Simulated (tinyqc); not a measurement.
# Undoped symmetric double-gate MOSFET, analytic potential model, step by step

Program tinyqc, `OMP_NUM_THREADS=1 python tinyqc.py 2440039 2440040 out.jsonl`; Intel Xeon 2.30GHz, shared host, one thread, about 0.01 s. Printed values are rounded.

An undoped body of thickness ts between two equal insulators and tied gates; long channel, electrons only, n = ni exp((psi - V)/Vt) with V the quasi-Fermi potential (0 at the source, Vd at the drain), constant mobility, no quantisation. Across the body psi(x) = V - 2 Vt ln[(ts/(2 beta)) sqrt(q ni/(2 eps0 eps_r Vt)) cos(2 beta x/ts)], x from the centre. Q is the electron charge per area of the whole body.

Parameters, values chosen for the exercise; material values those of a made-up semiconductor: temperature T = 400 K; band gap Eg = 0.515 eV; relative permittivity of the semiconductor eps_r = 13.8; conduction-band density of states at T Nc = 1.68e19 cm^-3; valence-band density of states at T Nv = 8.62e18 cm^-3; relative permittivity of the gate insulator eox = 3.98; insulator thickness tox = 1.6 nm; body thickness ts = 25 nm; gate work function less that of the intrinsic body dphi = 0.08 V; channel mobility mu = 170 cm^2/(V s); gate length L = 1 um; gate voltage Vg = 0.23 V; drain voltage Vd = 0.8 V.

Constants: q = 1.602176634e-19 C, kB = 1.380649e-23 J/K, Vt = kB T/q, eps0 = 8.8541878128e-14 F/cm where lengths are in cm. Results are converted to the units shown.

## Constants of the body

ni = sqrt(Nc Nv) exp(-Eg/(2 Vt)), Eg in volts; r = eps_r tox/(eox ts); V0 = dphi + 2 Vt ln[(2/ts) sqrt(2 eps0 eps_r Vt/(q ni))].

ni = 6.85569e15 cm^-3
r = 0.221910
V0 = 0.214205 V

## Iteration 1: beta at the source by Newton steps in z = ln(tan beta)

z at the start = 0

With V = 0, t = exp(z), beta = arctan(t): f = ln(beta) + (1/2) ln(1 + t^2) + 2 r beta t - (Vg - V0)/(2 Vt); with c = t/(1 + t^2), df/dz = c/beta + t c + 2 r t (c + beta); z(new) = z - f/(df/dz).

beta = 0.785398
f = 0.224468
df/dz = 1.70710
z after iteration 1 = -0.131490

## Iteration 2: beta at the source by Newton steps in z = ln(tan beta)

As before.

beta = 0.719842
f = 0.00741396
df/dz = 1.59628
z after iteration 2 = -0.136135

## Course of the iteration: beta at the source by Newton steps in z = ln(tan beta)

Stop when z changes by less than 1e-11, or after 60 iterations.

Course of the iteration:

| iteration | z | \|change\| |
|---|---|---|
| 1 | -0.131490 | 0.131 |
| 2 | -0.136135 | 4.64e-3 |
| 3 | -0.136140 | 5.40e-6 |
| 4 | -0.136140 | 7.28e-12 |

Converged in 4 iterations. At the end the number of correct digits about doubles with each step.

## Charges and drain current

beta_s = 0.717537
beta_d = 1.14743e-5

beta (between 0 and pi/2) solves (Vg - V0 - V)/(2 Vt) = ln(beta) - ln(cos beta) + 2 r beta tan(beta). Q = 8 eps0 eps_r Vt beta tan(beta)/ts; I = mu (1/L)(4 eps0 eps_r/ts)(2 Vt)^2 [g(beta_s) - g(beta_d)] per width, g = beta tan(beta) - beta^2/2 + r beta^2 tan^2(beta), with beta_s at V = 0 and beta_d at V = Vd.

Qs = 84.3976 nC/cm^2
Qd = 1.77444e-8 nC/cm^2
g(beta_s) = 0.455799
g(beta_d) = 6.58296e-11
I = 0.719938 uA/um

The term r beta^2 tan^2(beta), which gives the square law, makes up 19.1 % of g at the source.

## Potential and electron density across the body at the source

| point | x/ts |
|---|---|
| 0 | 0 |
| 1 | 0.1 |
| 2 | 0.2 |
| 3 | 0.3 |
| 4 | 0.4 |
| 5 | 0.45 |
| 6 | 0.5 |

psi(x) as above with V = 0 and beta = beta_s; n = ni exp(psi/Vt).

| point | psi (V) | n (cm^-3) |
|---|---|---|
| 0 | 0.111322 | 1.73240e17 |
| 1 | 0.112035 | 1.76858e17 |
| 2 | 0.114202 | 1.88334e17 |
| 3 | 0.117919 | 2.09779e17 |
| 4 | 0.123365 | 2.45686e17 |
| 5 | 0.126824 | 2.71619e17 |
| 6 | 0.130840 | 3.05187e17 |

The density at the surface is 1.76 times that at the centre (1/cos^2 beta).
